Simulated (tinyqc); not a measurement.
## Thin-film transistor with exponential tail and deep states, accumulation layer: effect of the gate capacitance

An undoped film in accumulation, thicker than the space-charge layer. With band bending psi the Fermi level lies E0 - psi below the band edge. Free electrons n = n0 exp(psi/Vt) carry the current; electrons in two exponential distributions of traps, a = a0 exp(psi/Va) and d = d0 exp(psi/Vp), do not. Linear regime, ohmic contacts, traps in equilibrium.

Va = kB Tt/q, Vp = kB Td/q; n0 = Nc exp(-E0/Vt), a0 = Nt th(T/Tt) exp(-E0/Va), d0 = Nd th(T/Td) exp(-E0/Vp), th(x) = pi x/sin(pi x). G(psi) = sum over the three kinds of c0 [V (exp(psi/V) - 1) - psi], field F = sqrt(2 q G/(eps0 eps_r)); Vg = psi + eps0 eps_r F/Ci at the surface. Total charge Q = Ci (Vg - psi_s); free charge Qf = q times the integral of n0 (exp(psi/Vt) - 1)/F over psi from 0 to psi_s; I = (W/L) mb Qf Vd; effective mobility mb Qf/Q.

Parameters, values chosen for the exercise; values close to those of an organic semiconductor:
- T = 300 K (temperature)
- eps_r = 3.2 (relative permittivity of the semiconductor)
- Nc = 1.2e20 cm^-3 (density of extended states)
- mb = 2.3 cm^2/(V s) (band mobility)
- Nt = 1.1e20 cm^-3 (total density of tail states)
- Tt = 480 K (characteristic temperature of the tail)
- Nd = 3.3e17 cm^-3 (total density of deep states)
- Td = 1210 K (characteristic temperature of the deep states)
- E0 = 0.59 eV (bulk Fermi level below the band edge)
- WL = 2 (ratio W/L)
- Vd = 0.1 V (drain voltage)
- Vg = 9.6 V (gate voltage above flat band)

Constants: q = 1.602176634e-19 C, kB = 1.380649e-23 J/K, Vt = kB T/q, eps0 = 8.8541878128e-14 F/cm where lengths are in cm. Results are converted to the units shown.

Effect of the gate capacitance:

| Ci (nF/cm^2) | E0 - psi_s (eV) | Q (nC/cm^2) | free share (%) | effective mobility (cm^2/(V s)) | I (nA) |
|---|---|---|---|---|---|
| 7 | 0.2252 | 64.65 | 0.7852 | 0.01806 | 0.2335 |
| 11 | 0.1871 | 101.2 | 1.413 | 0.03250 | 0.6577 |
| 17 | 0.1512 | 155.7 | 2.416 | 0.05558 | 1.731 |
| 27 | 0.1137 | 246.3 | 4.150 | 0.09546 | 4.703 |
| 43 | 0.07692 | 390.7 | 6.925 | 0.1593 | 12.45 |
| 67 | 0.04281 | 606.5 | 10.88 | 0.2503 | 30.36 |
| 100 | 0.01301 | 902.3 | 15.78 | 0.3630 | 65.51 |

What does the table show?

As Ci goes from 7 to 100 nF/cm^2, the free share rises from 0.785 to 15.8 %, the distance of the Fermi level from the edge falls from 0.225 to 0.0130 eV and the current rises from 0.233 to 65.5 nA. For Ci = 67 to 100 nF/cm^2 the surface Fermi level is within 2 Vt of the band edge, where the exponential forms fail. For Ci = 27 to 100 nF/cm^2 the th form, which assumes a Fermi level far below the edge, overcounts the filled tail at the surface by more than 15 %.

Program tinyqc, `OMP_NUM_THREADS=1 python tinyqc.py 2610143 2610144 out.jsonl`; Intel Xeon 2.30GHz, shared host, one thread, about 0.02 s.
